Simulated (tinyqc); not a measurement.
Interface roughness in a thin film (subband fluctuation and scattering): sweeps and comparisons. A value that a table varies takes the place of the one given here.

Square well of width t, barriers V0, c = hbar^2/2m0: E1 solves k t + 2 atan[(k/mz)/(kappa/mb)] = pi, k = sqrt(mz E/c), kappa = sqrt(mb (V0 - E)/c). One interface is rough, so the subband edge fluctuates by G dt with G = |dE1/dt| (central difference of 0.01 angstrom; 2 E1/t for hard walls).

Gaussian roughness spectrum S(q) = pi D^2 Lc^2 exp(-q^2 Lc^2/4). Degenerate gas, taken to fill one subband (the second starts to fill once c kF^2/md exceeds E2 - E1, which is not tested here): kF = sqrt(2 pi Ns/gv), q = 2 kF sin(theta/2), 1/tau = (md/(2 pi c hbar)) G^2 times the integral from 0 to pi of S(q)(1 - cos theta)/eps(q)^2 dtheta, eps(q) = 1 + qs/q with screening (qs = gv md q0/(c eps), q0 = e^2/(4 pi eps0), form factors left out, which overstates the screening; other scattering is left out too, so these values lie far above measured mobilities in all but the thinnest films) or 1 without; mobility = tau c2/md with c2 = e/m0 = 1.75882e15 cm^2/(V s^2); 1e12/cm^2 = 1e-4/angstrom^2.

Constants: hbar^2/2m0 = 3.80998211 eV angstrom^2; hbar = 6.58211957e-16 eV s; e^2/(4 pi eps0) = 14.39964547 eV angstrom.

Values chosen for the exercise (near those of a thin Si channel on (100), two-fold valleys; the results hold for these values, not for the real material):
```
symbol  value                         unit         meaning
mz      0.924                         m0           confinement mass
V0      3.04                          eV           barrier
mb      0.5                           m0           barrier mass
md      0.196                         m0           mass in the plane
gv      2                                          valleys
D       2.1                           angstrom     rms height of the roughness
Lc      18                            angstrom     correlation length
Ns      2.1                           x 1e12/cm^2  sheet density
eps     7.9                                        mean dielectric constant at the channel
ts      (19, 24, 29, 34, 42, 54, 71)  angstrom     thicknesses
t       34                            angstrom     film thickness
Ll      (5, 10, 16, 25, 40, 65, 100)  angstrom     correlation lengths
```

## The sixth-power law

Screened mobility against thickness for the finite barrier and for hard walls.

Results:
```
t (angstrom)  E1 (meV)  G (meV/angstrom)  mobility (cm^2/(V s))  the same, hard walls
19                94.7             9.120               2.02e+04              1.20e+04
24                61.5             4.777               7.38e+04              4.86e+04
29                43.1             2.806               2.14e+05              1.51e+05
34                31.9             1.785               5.28e+05              3.93e+05
42                21.3             0.974               1.77e+06              1.39e+06
54                13.1             0.471               7.60e+06              6.30e+06
71                 7.7             0.212               3.76e+07              3.25e+07
```

With hard walls G goes as 1/t^3 and the mobility as t^6. With the finite barrier the local exponent is 5.54 at the thin end and 5.84 at the thick end, since the envelope leaks out and softens the dependence. The least value is 2.02e+04 cm^2/(V s). The gate field, which also presses carriers to the interface, is left out. Below about 20 angstrom the effective-mass picture is itself doubtful. Up to t = 24 angstrom G D exceeds half of EF - E1, where the Born rate fails.

## Correlation length

Fixed D; bare and screened mobility.

Results:
```
Lc (angstrom)  kF Lc  bare mobility (cm^2/(V s))  screened mobility (cm^2/(V s))
5               0.13                    2.11e+05                        5.82e+06
10              0.26                    5.46e+04                        1.52e+06
16              0.41                    2.30e+04                        6.44e+05
25              0.64                    1.13e+04                        3.22e+05
40              1.03                    6.91e+03                        2.09e+05
65              1.67                    7.43e+03                        2.80e+05
100             2.57                    1.33e+04                        9.25e+05
```

The bare mobility is lowest at Lc = 40 angstrom of those listed (kF Lc = 1.03). The screened mobility is lowest at Lc = 40 angstrom of those listed (kF Lc = 1.03). Short roughness averages out (mobility as 1/Lc^2; the first two rows give exponent -1.95), and long roughness deflects only by small angles (bare mobility rising as Lc; the last two rows give 1.35).

## What each parameter does

G, G D, and the screened mobility. Each row changes one parameter from the base and keeps the others.

Results:
```
case                   G (meV/angstrom)  G D (meV)  mobility (cm^2/(V s))
base                              1.785       3.75              5.280e+05
t = 30 angstrom                   2.549       5.35              2.591e+05
D = 2.73 angstrom                 1.785       4.87              3.125e+05
Lc = 26 angstrom                  1.785       3.75              3.055e+05
Ns = 3.36 x 1e12/cm^2             1.785       3.75              4.051e+05
mz = 1.063 m0                     1.582       3.32              6.728e+05
md = 0.225 m0                     1.785       3.75              5.017e+05
V0 = 2.13 eV                      1.735       3.64              5.589e+05
eps = 9.5                         1.785       3.75              3.947e+05
```

The largest shifts from the base row, up to three for each result and ties (the steps differ in size, so this ranks the rows, not the parameters). G (meV/angstrom): t +0.763, mz -0.204, V0 -0.050; unchanged at the printed digits by D, Lc, Ns, md and eps. G D (meV): t +1.60, D +1.12, mz -0.43; unchanged at the printed digits by Lc, Ns, md and eps. mobility (cm^2/(V s)): t -2.69e+05, Lc -2.23e+05, D -2.16e+05. In the base case G D is 0.29 times EF - E1 = 12.8 meV.

tinyqc: `OMP_NUM_THREADS=1 python tinyqc.py 1280931 1280932 out.jsonl`; about 0.01 s, one thread, shared Intel(R) Xeon(R) Processor @ 2.30GHz.
